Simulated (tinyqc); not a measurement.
Worked calculation: Pariser-Parr-Pople SCF with singles CI, for the molecule Nc1cnc2[nH]cnc2n1 (SMILES; centres numbered as the heavy atoms are written). One step of it, computed by the program tinyqc.

Task: Singles CI, singlets. Over the 6 single excitations with the smallest orbital gaps: A = (e_a - e_i) delta + 2 (ia|jb) - (ij|ab), with (pq|rs) = sum c_mp c_mq gamma_mn c_nr c_ns. f = 2/3 w |mu|^2 in atomic units, mu = sqrt2 sum c_ia sum_m c_mi c_ma R_m.

orbital energies (eV): -14.488992  -13.068198  -11.905854  -11.041697  -9.803031  -8.698142  -2.069650  -0.526044  0.015034  1.916225

coefficients:
```
,MO1,MO2,MO3,MO4,MO5,MO6,MO7,MO8,MO9,MO10
1N,0.110865,0.387922,-0.158181,0.587996,0.249920,0.557379,0.132853,-0.206755,-0.132214,-0.124321
2C,0.218351,0.508711,-0.130459,0.239378,-0.029135,-0.275184,-0.237277,0.479765,0.339669,0.375221
3C,0.202165,0.321705,0.294164,-0.032575,0.266964,-0.417789,-0.424657,-0.205986,-0.444485,-0.319207
4N,0.320751,0.184670,0.577844,-0.243291,0.280742,0.044178,0.465293,-0.183855,0.247520,0.278545
5C,0.420158,-0.074468,0.289350,-0.141381,-0.211988,0.430922,-0.135653,0.540364,-0.015471,-0.415864
6N,0.491933,-0.439798,0.137476,0.488037,-0.310746,-0.156938,-0.163217,-0.348561,0.170574,0.095267
7C,0.320764,-0.310239,-0.241056,0.147243,0.336333,-0.274852,0.441005,0.378578,-0.435571,0.069865
8N,0.304256,-0.156907,-0.445510,-0.280340,0.510946,0.042842,-0.218456,-0.150277,0.465372,-0.236558
9C,0.335131,0.064025,-0.259763,-0.382627,-0.168628,0.305671,-0.234108,-0.178977,-0.413717,0.538365
10N,0.264528,0.359441,-0.332920,-0.178505,-0.492424,-0.236571,0.432622,-0.198544,0.039011,-0.362736
```

repulsion gamma_rs (eV):
```
,1N,2C,3C,4N,5C,6N,7C,8N,9C,10N
1N,16.800000,5.923282,4.166979,3.068008,2.752700,2.237959,2.060315,2.413725,3.040955,4.217908
2C,5.923282,11.130000,5.347034,3.941119,3.517391,2.763332,2.429919,2.873712,3.871896,5.476517
3C,4.166979,5.347034,11.130000,5.477100,3.871896,2.991948,2.429946,2.662323,3.517605,3.940987
4N,3.068008,3.941119,5.477100,12.300000,5.474933,4.057928,2.953336,3.024684,3.940626,3.626052
5C,2.752700,3.517391,3.871896,5.474933,11.130000,5.922692,4.046721,4.121538,5.347034,3.940419
6N,2.237959,2.763332,2.991948,4.057928,5.922692,16.800000,5.924104,4.424840,4.368795,3.144047
7C,2.060315,2.429919,2.429946,2.953336,4.046721,5.924104,11.130000,5.478760,4.046743,2.953453
8N,2.413725,2.873712,2.662323,3.024684,4.121538,4.424840,5.478760,12.300000,5.476707,3.861141
9C,3.040955,3.871896,3.517605,3.940626,5.347034,4.368795,4.046743,5.476707,11.130000,5.475138
10N,4.217908,5.476517,3.940987,3.626052,3.940419,3.144047,2.953453,3.861141,5.475138,12.300000
```

Centres (angstrom, eV; a flat drawing with bonds scaled to 1.40 angstrom):
```
centre,x,y,core charge z,W,gamma_rr
1N,-3.206000,0.690000,2,25.600000,16.800000
2C,-1.887000,0.221000,1,11.160000,11.130000
3C,-1.633000,-1.155000,1,11.160000,11.130000
4N,-0.314000,-1.624000,1,14.100000,12.300000
5C,0.752000,-0.715000,1,11.160000,11.130000
6N,2.140000,-0.899000,2,25.600000,16.800000
7C,2.743000,0.364000,1,11.160000,11.130000
8N,1.729000,1.328000,1,14.100000,12.300000
9C,0.498000,0.661000,1,11.160000,11.130000
10N,-0.822000,1.130000,1,14.100000,12.300000
```

Give: singlet CI matrix; singlet excitation energies; oscillator strengths.

Result:

singlet CI matrix (eV):
```
,6>7,5>7,6>8,6>9,4>7,5>8
6>7,3.7662,-0.0414,0.0532,-0.1226,0.0479,-0.4273
5>7,-0.0414,4.8452,0.2921,0.1868,0.0612,0.0560
6>8,0.0532,0.2921,5.2459,-0.0891,-0.0608,0.0146
6>9,-0.1226,0.1868,-0.0891,5.5256,-0.1947,-0.1562
4>7,0.0479,0.0612,-0.0608,-0.1947,5.5719,0.2214
5>8,-0.4273,0.0560,0.0146,-0.1562,0.2214,5.8416
```

singlet excitation energies (eV): 3.6641  4.6239  5.3765  5.4188  5.6142  6.0988

oscillator strengths: 0.4773  0.0408  0.4156  0.1604  0.7344  0.5031
